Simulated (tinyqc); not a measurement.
Defect, radiative and Auger recombination at equal electron and hole densities (ABC model): sweeps and comparisons. A value that a table varies takes the place of the one given here.

J/(e d) = Ae n + B n^2 + C n^3 with Ae = A + 4 S/w (four side walls, carriers spread evenly), e = 1.602176634e-19 C, lengths in cm; internal efficiency IQE = B n^2/(Ae n + B n^2 + C n^3); all injected carriers recombine in the layer.

Inputs chosen for the exercise (orders of magnitude like those quoted for InP; the results hold for these values, not for the real material): A = 3600000 1/s (defect rate); B = 1.6e-10 cm^3/s (radiative coefficient); C = 6.5e-31 cm^6/s (Auger coefficient); S = 140 cm/s (recombination velocity of the side walls); w = 6.9 micrometre (side of the square mesa); d = 60 nm (active thickness); S2 = 1300 cm/s (recombination velocity of the side walls in this comparison); J = 310 A/cm^2 (current density).

## Efficiency against current

The slope is d ln(B n^2)/d ln J = 2 (Ae + B n + C n^2)/(Ae + 2 B n + 3 C n^2).

Results:
```
J (A/cm^2)  n (1/cm^3)    IQE  slope  differential lifetime (ns)
1.0           6.80e+16  0.711  1.168                        38.2
4.0           1.48e+17  0.843  1.085                        19.3
20            3.47e+17  0.925  1.037                        8.65
60            6.10e+17  0.955  1.021                        4.99
3.0e+02       1.38e+18  0.975  1.007                        2.23
1.0e+03       2.52e+18  0.979  1.000                        1.21
4.0e+03       5.03e+18  0.975  0.993                       0.601
2.0e+04       1.11e+19  0.954  0.980                       0.262
6.0e+04       1.90e+19  0.927  0.966                       0.147
3.0e+05       4.09e+19  0.857  0.934                      0.0612
```

IQE peaks at 0.979 for J = 1.07e+03 A/cm^2, where the slope passes 1. It is 0.711 at the lowest current and 0.857 at the highest, a droop of 12 %. The slope runs from 1.17 to 0.93; its limits are 2 (defects alone), 1 (radiation alone) and 2/3 (Auger alone). Rows above 1e5 A/cm^2 (1 of them) are formal: heating, left out, would destroy a real device. In the 5 rows above about 2e18 1/cm^3 the bands are degenerate: B saturates and stimulated emission, left out, would clamp n in a laser cavity.

## Shrinking the mesa

S = S2; w takes the values listed.

Results:
```
w (micrometre)  Ae (1/s)  IQE_max  J at the peak (A/cm^2)  IQE at J
200             3.86e+06    0.981                     931     0.978
100             4.12e+06    0.980                     995     0.977
50              4.64e+06    0.979                1.12e+03     0.974
20              6.20e+06    0.976                1.50e+03     0.968
10              8.80e+06    0.971                2.14e+03     0.957
5               1.40e+07    0.964                3.44e+03     0.935
2               2.96e+07    0.948                7.39e+03     0.874
1               5.56e+07    0.930                1.41e+04     0.780
```

The walls equal the bulk defect rate at w = 4 S/A = 14.4 micrometre. From 200 to 1 micrometre the peak efficiency falls from 0.981 to 0.93 and moves to a current 15.2 times higher; at the fixed J the efficiency goes from 0.978 to 0.78. For large w diffusion to the walls, left out here, would limit the loss.

## Spreading the carriers over a thicker layer

d is multiplied by the factor listed, at the same J.

Results:
```
factor  n (1/cm^3)   defect  radiative    Auger
0.10      4.44e+18  0.00607      0.976   0.0176
0.20      3.14e+18  0.00859      0.979   0.0125
0.50      1.99e+18   0.0136      0.979  0.00790
1.0       1.40e+18   0.0192      0.975  0.00555
2.0       9.88e+17   0.0270      0.969  0.00389
5.0       6.20e+17   0.0424      0.955  0.00241
10        4.35e+17   0.0595      0.939  0.00166
20        3.04e+17   0.0831      0.916  0.00113
```

The best factor listed is 0.2 (IQE 0.9789); the optimum factor equals J/J_peak = 0.291, a layer of 17.4 nm, since only J/d matters and the peak value 0.979 does not depend on d. A thicker layer trades Auger loss (0.0176 to 0.00113) for defect loss (0.00607 to 0.0831).

## What moves the efficiency

IQE_max = Q/(Q + 2) with Q = B/sqrt(Ae C), reached at n = sqrt(Ae/C). Each row changes one parameter from the base and keeps the others.

Results:
```
case                 n (1/cm^3)     IQE  IQE_max  J at the peak (A/cm^2)
base                  1.402e+18  0.9753   0.9793                1.07e+03
A = 7200000 1/s       1.391e+18  0.9600   0.9723                1.95e+03
B = 2.4e-10 cm^3/s    1.148e+18  0.9812   0.9861                1.59e+03
C = 1.3e-30 cm^6/s    1.398e+18  0.9699   0.9709                     538
d = 120 nm            9.882e+17  0.9691   0.9793                2.13e+03
J = 930 A/cm^2        2.433e+18  0.9792   0.9793                1.07e+03
w = 3.45 micrometre   1.400e+18  0.9718   0.9775                1.26e+03
```

The largest shifts from the base row, up to three for each result and ties (the steps differ in size, so this ranks the rows, not the parameters). n (1/cm^3): J +1.03e+18, d -4.14e+17, B -2.54e+17. IQE: A -0.0152, d -0.00619, B +0.00597. IQE_max: C -0.00834, A -0.00701, B +0.00681; unchanged at the printed digits by d and J. J at the peak (A/cm^2): d +1.07e+03, A +884, C -528; unchanged at the printed digits by J.

Program tinyqc; command `OMP_NUM_THREADS=1 python tinyqc.py 1681814 1681815 out.jsonl`; about 0.01 s on one thread of a shared Intel(R) Xeon(R) Processor @ 2.30GHz.
